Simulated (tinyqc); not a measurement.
Both saturation currents from two open-circuit voltages.

Inverse problem. Without shunt, at open circuit JL = J01 (exp(Voc/Vt) - 1) + J02 (exp(Voc/(2 Vt)) - 1). Find J01, J02 and the mean ideality (Voc2 - Voc1)/(Vt ln(JL2/JL1)).

Inputs (values chosen for the exercise): temperature T = 298.15 K.

Constants: q = 1.602176634e-19 C, kB = 1.380649e-23 J/K, Vt = kB T/q. Results are converted to the units shown.

photocurrents (mA/cm^2): 37.2  1.86
Voc (V): 0.70085346  0.55438791

Answer. The relation is linear in J01 and J02, so two light levels give two equations; series resistance plays no part at open circuit.

J01 = 7.60e-15 A/cm^2
J02 = 3.80e-8 A/cm^2
mean ideality = 1.90

Computed by the program tinyqc: `OMP_NUM_THREADS=1 python tinyqc.py 2280135 2280136 out.jsonl`, one thread of a shared Intel Xeon 2.30GHz, about 0.01 s for the whole run.
